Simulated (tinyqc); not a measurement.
Inputs raised by 2 %, one at a time: concentration-dependent dopant diffusion with charged defects and the built-in field. Computed by tinyqc, a small Python program. Command: `OMP_NUM_THREADS=1 python tinyqc.py 3029228 3029229 out.jsonl extrinsic sens`. One thread of a shared host (Intel(R) Xeon(R) Processor @ 2.30GHz), about 0.5 s of CPU time with the checks.

A constant source C_s feeds a half space. The dopant moves through neutral point defects and through charged ones, whose number grows with the majority carrier density n.

Inputs (values chosen for the exercise, modelled on boron in silicon):
```
quantity                        value    unit
neutral prefactor D0x          0.0563  cm^2/s
neutral activation energy E0     3.51      eV
singly charged prefactor D01    0.857  cm^2/s
activation energy E1             3.51      eV
surface concentration C_s       2e+19  1/cm^3
junction level C_B            1.1e+15  1/cm^3
temperature T                    1025       C
time t                           5100       s
```

Field enhancement: on.

Constants: k_B = 8.617333262e-05 eV/K.

Method:
- n_i = 3.87e16 T^1.5 exp(-7014/T) per cm^3 (T in kelvin, an empirical form); each D = prefactor x exp(-E/(k_B T)); the intrinsic diffusivity D_i is their sum.
- Temperatures in kelvin are T(C) + 273.15.
- n = C/2 + sqrt(C^2/4 + n_i^2); D(C) = h [Dx + D1 (n/n_i)], h = 1 + C/sqrt(C^2 + 4 n_i^2).
- With y = x/sqrt(D_s t), u = C/C_s and q = -(D/D_s) du/dy: du/dy = -q D_s/D, dq/dy = -(y/2) q D_s/D, u(0) = 1. The surface flux q(0) is shot so that u tends to 0 (LSODA, an adaptive multistep solver, relative tolerance 1e-10). Dose Q = 2 q(0) C_s sqrt(D_s t).
- The junction lies where C = C_B.

Runs:
```
input moved                               from         to  junction depth x_j (nm)  dose Q (1/cm^2)  enhancement D_s/D_i  junction in units of sqrt(D_s t)
base run                                     -          -                   677.84       4.2429e+14               4.7898                            2.9531
neutral prefactor D0x (cm^2/s)          0.0563   0.057426                   678.20       4.2442e+14               4.7861                            2.9540
singly charged prefactor D01 (cm^2/s)    0.857    0.87414                   684.23       4.2838e+14               4.7934                            2.9522
surface concentration C_s (1/cm^3)       2e+19   2.04e+19                   680.14       4.3630e+14               4.8791                            2.9358
junction level C_B (1/cm^3)            1.1e+15  1.122e+15                   677.23       4.2429e+14               4.7898                            2.9504
time t (s)                                5100       5202                   684.59       4.2851e+14               4.7898                            2.9531
```

Exponents ln(y'/y) / ln(x'/x):
```
input                         junction depth x_j  dose Q  enhancement D_s/D_i  junction in units of sqrt(D_s t)
neutral prefactor D0x                      0.027   0.015               -0.039                             0.015
singly charged prefactor D01               0.474   0.485                0.038                            -0.015
surface concentration C_s                  0.171   1.409                0.933                            -0.296
junction level C_B                        -0.046   0.000                0.000                            -0.046
time t                                     0.500   0.500                0.000                             0.000
```

To which inputs is each result most sensitive?

Among the inputs moved here: junction depth x_j answers most in size to time t (exponent +0.500), next to singly charged prefactor D01 (+0.474). Its exponent +0.500 in time t: a constant source keeps the profile a function of x/sqrt(t). Dose Q answers most in size to surface concentration C_s (exponent +1.409), next to time t (+0.500); its exponent is below 0.0005 for junction level C_B. Its exponent +0.500 in time t: the similarity law. Enhancement D_s/D_i answers most in size to surface concentration C_s (exponent +0.933), next to neutral prefactor D0x (-0.039); its exponent is below 0.0005 for junction level C_B, time t. Junction in units of sqrt(D_s t) answers most in size to surface concentration C_s (exponent -0.296), next to junction level C_B (-0.046); its exponent is below 0.0005 for time t.
